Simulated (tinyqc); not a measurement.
Length of a polyene: Hueckel, PPP and singles CI along the polyenes. Computed by the program tinyqc. 

All-trans chains of carbon centres 1.40 angstrom apart:
```
parameter                               value
beta (eV), times 1 +/- alternation  -2.490000
alternation                          0.100000
W (eV)                              11.160000
gamma_rr (eV)                       11.220000
repulsion formula                        Ohno
```

Hueckel uses the same beta without repulsion; CIS keeps all single excitations and so misses the low, doubly excited 2Ag state. W is the valence ionisation energy of a centre, MN the Mataga-Nishimoto formula, f the oscillator strength.

Gaps and excitations (eV):
```
centres  Hueckel gap  PPP orbital gap  bright singlet (CIS)       f  lowest triplet (CIS)
2             5.4780          13.0599                7.2970  0.6256                3.6590
4             3.6777          10.4979                5.7469  1.1296                2.6948
6             2.8546           9.2220                4.8631  1.5596                2.2402
8             2.3903           8.4770                4.3100  1.9433                1.9984
10            2.0944           7.9998                3.9397  2.2956                1.8566
12            1.8907           7.6748                3.6799  2.6281                1.7672
```

The Hueckel gap tends to 4 x alternation x |beta| = 1.00 eV for long chains. Exchange opens the PPP orbital gap, and the attraction of electron and hole brings the bright state 3.99 eV below it at 12 centres; the triplet lies 1.91 eV lower still.
